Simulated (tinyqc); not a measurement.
# Inputs raised by 2 %, one at a time

Model: dopants and charged point defects at anneal temperature: Fermi-level effect, clustering and pairing. Computed by tinyqc, a small Python program. Command: `OMP_NUM_THREADS=1 python tinyqc.py 3024794 3024795 out.jsonl pairing sens`. One thread of a shared host (Intel(R) Xeon(R) Processor @ 2.30GHz), about 0.01 s of CPU time with the checks.

Boltzmann statistics and full ionisation of active dopants. Energies are counted from the valence band; the defect (a vacancy or self-interstitial) has five charge states, with all degeneracy factors one.

Inputs (values chosen for the exercise, with bands modelled on silicon):
```
quantity                                         value    unit
gap at 0 K E_g0                                   1.18      eV
Varshni alpha                                 0.000487    eV/K
Varshni beta                                       648       K
electron mass m_e                                0.323     m_0
valleys M_c                                          6       -
hole mass m_h                                    0.804     m_0
anneal temperature T                               830       K
total dopant density N                         1.1e+18   cm^-3
formation enthalpy of the neutral defect H_f      2.51      eV
formation entropy S_f                              9.7     k_B
site density N_s                               4.2e+22   cm^-3
pair binding energy E_b                           0.71      eV
pair configurations Z                                4       -
storage temperature T_2                            360       K
impurity diffusion prefactor D_0                0.0052  cm^2/s
impurity migration energy E_m                     0.79      eV
dielectric constant eps                           11.3       -
active dopant density in the stored part N_2   7.3e+14   cm^-3
```

Dopant: donor. Second part: pairing with a mobile impurity.

defect levels as fractions of E_g(T): (2+/+), (+/0), (0/-), (-/2-): 0.16  0.35  0.4  0.79

Constants: m_0 = 9.1093837015e-31 kg; k_B = 1.380649e-23 J/K; h = 6.62607015e-34 J s; k_B = 8.617333262e-05 eV/K; e^2/(4 pi eps_0) = 14.39964548 eV angstrom.

Method:
- E_g = E_g0 - alpha T^2/(T + beta).
- N_c = 2 M_c (2 pi m_e k_B T/h^2)^(3/2) and N_v = 2 (2 pi m_h k_B T/h^2)^(3/2), masses in units of m_0.
- n_i = sqrt(N_c N_v) exp(-E_g/2 k_B T); E_i = E_g/2 + (k_B T/2) ln(N_v/N_c).
- No clustering: A = N.
- n = A/2 + sqrt(A^2/4 + n_i^2) for an active density A.
- chi = n/n_i (for acceptors n_i/p); E_F = E_i + k_B T ln chi; field enhancement h = 1 + A/sqrt(A^2 + 4 n_i^2).
- C_0 = N_s exp(S_f/k_B) exp(-H_f/k_B T). Ratios to the neutral state at E_F = E_i: r_+ = exp((E(+/0) - E_i)/k_B T), r_2+ = r_+ exp((E(2+/+) - E_i)/k_B T), r_- = exp((E_i - E(0/-))/k_B T), r_2- = r_- exp((E_i - E(-/2-))/k_B T); at other E_F state q scales as chi^(-q). The enhancement is sum r_q chi^(-q)/sum r_q. The charge on the defects is left out of neutrality.
- An oppositely charged mobile impurity (density M) pairs with the dopant: pairs/free = Z (N_2/N_s) exp(E_b/k_B T_2) for M << N_2; capture radius R = e^2/(4 pi eps eps_0 k_B T_2); D_m = D_0 exp(-E_m/k_B T_2); association rate 4 pi R D_m N_2; dissociation rate = association rate/(pairs/free); tau = 1/(sum of both).
- Trapping slows long-range motion to D_m/(1 + pairs/free).

Runs:
```
input moved                                              from         to  enhancement over intrinsic  all defects, doped (cm^-3)  pairing time constant (s)  paired share
base run                                                    -          -                      7.1745                  1.2112e+13                     5843.3       0.99835
total dopant density N (cm^-3)                        1.1e+18  1.122e+18                      7.3267                  1.2369e+13                     5843.3       0.99835
pair binding energy E_b (eV)                             0.71     0.7242                      7.1745                  1.2112e+13                     5846.9       0.99896
formation enthalpy of the neutral defect H_f (eV)        2.51     2.5602                      7.1745                  6.0032e+12                     5843.3       0.99835
gap at 0 K E_g0 (eV)                                     1.18     1.2036                      8.5493                  1.4740e+13                     5843.3       0.99835
active dopant density in the stored part N_2 (cm^-3)  7.3e+14  7.446e+14                      7.1745                  1.2112e+13                     5729.0       0.99838
impurity migration energy E_m (eV)                       0.79     0.8058                      7.1745                  1.2112e+13                     9724.2       0.99835
storage temperature T_2 (K)                               360      367.2                      7.1745                  1.2112e+13                     3614.1       0.99742
```

Exponents ln(y'/y) / ln(x'/x):
```
input                                         enhancement over intrinsic  all defects, doped  pairing time constant  paired share
total dopant density N                                             1.060               1.060                  0.000         0.000
pair binding energy E_b                                            0.000               0.000                  0.031         0.031
formation enthalpy of the neutral defect H_f                       0.000             -35.443                  0.000         0.000
gap at 0 K E_g0                                                    8.853               9.916                  0.000         0.000
active dopant density in the stored part N_2                       0.000               0.000                 -0.998         0.002
impurity migration energy E_m                                      0.000               0.000                 25.719         0.000
storage temperature T_2                                            0.000               0.000                -24.262        -0.047
```

To which inputs is each result most sensitive?

Among the inputs moved here: enhancement over intrinsic answers most in size to gap at 0 K E_g0 (exponent +8.853), next to total dopant density N (+1.060); its exponent is below 0.0005 for pair binding energy E_b, formation enthalpy of the neutral defect H_f, active dopant density in the stored part N_2, impurity migration energy E_m, storage temperature T_2. all defects, doped answers most in size to formation enthalpy of the neutral defect H_f (exponent -35.443), next to gap at 0 K E_g0 (+9.916); its exponent is below 0.0005 for pair binding energy E_b, active dopant density in the stored part N_2, impurity migration energy E_m, storage temperature T_2. Pairing time constant answers most in size to impurity migration energy E_m (exponent +25.719), next to storage temperature T_2 (-24.262); its exponent is below 0.0005 for total dopant density N, formation enthalpy of the neutral defect H_f, gap at 0 K E_g0. Its exponent -0.998 in active dopant density in the stored part N_2: association is diffusion-limited, rate 4 pi R D N_2. Paired share answers most in size to storage temperature T_2 (exponent -0.047), next to pair binding energy E_b (+0.031); its exponent is below 0.0005 for total dopant density N, formation enthalpy of the neutral defect H_f, gap at 0 K E_g0, impurity migration energy E_m.
